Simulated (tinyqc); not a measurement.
Inside a calculation. Method: tight binding, honeycomb lattice. One step of it, computed by the program tinyqc.

Question. Bloch Hamiltonian at K. H_AB = -t1 (1 + exp(-i k.a1) + exp(-i k.a2)); H_AA = delta - 2 t2 sum cos(k.b + phi), H_BB = -delta - 2 t2 sum cos(k.b - phi), b = a1, a2 - a1, -a2.

Parameters chosen for this model:

| parameter | value | unit |
|---|---|---|
| t1 | 2.190000 | eV, nearest |
| t2 | 0 | eV, second neighbours |
| phi | 1.570000 | rad, phase of t2 (Haldane) |
| delta | 2.180000 | eV, +/- on A and B |

k point K (fractions of the reciprocal vectors): 0.333333  0.666667

Give: H(k) at K.

Answer.

H(k) at K (eV):
```
        A        B
A  2.1800   0.0000
B  0.0000  -2.1800
```
